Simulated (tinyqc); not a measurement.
The basis set: RHF and MP2 along a ladder of basis sets, for BeH2, spin multiplicity 1. Computed by the program tinyqc with PySCF. Same geometry throughout; the dipole is taken about the origin.

Geometry (angstrom):
```
atom,x,y,z
Be,0.0000,0.0000,0.0000
H,0.0000,1.2970,0.0130
H,0.0000,-1.2970,0.0130
```

RHF and frozen-core MP2 in a ladder of bases:
```
basis,functions,E(RHF) (hartree),E(MP2 corr) (hartree),HOMO (eV),LUMO (eV),dipole (debye)
sto-3g,7,-15.56130,-0.02217,-11.658,5.739,0.046
3-21g,13,-15.67267,-0.02787,-12.328,2.250,0.047
6-31g,13,-15.75850,-0.02805,-12.297,2.468,0.045
cc-pvdz,24,-15.76626,-0.05088,-12.275,1.934,0.048
cc-pvtz,58,-15.77068,-0.06074,-12.330,1.651,0.051
```

Estimate the missing row, basis = 6-31g**.

Computed row:
```
basis    functions  E(RHF) (hartree)  E(MP2 corr) (hartree)  HOMO (eV)  LUMO (eV)  dipole (debye)
6-31g**         24         -15.76590               -0.04883    -12.227      2.512           0.047
```

From cc-pVDZ to cc-pVTZ the RHF energy falls by 4.4 mhartree and the correlation energy by 9.9. If valence correlation converges as X^-3, (27 E(T) - 8 E(D))/19 gives -0.0649 hartree, a rough estimate from such small X that usually falls short; STO-3G holds about 34 % of it. Beyond STO-3G the LUMO moves by 0.9 eV and the HOMO by 0.1 eV.
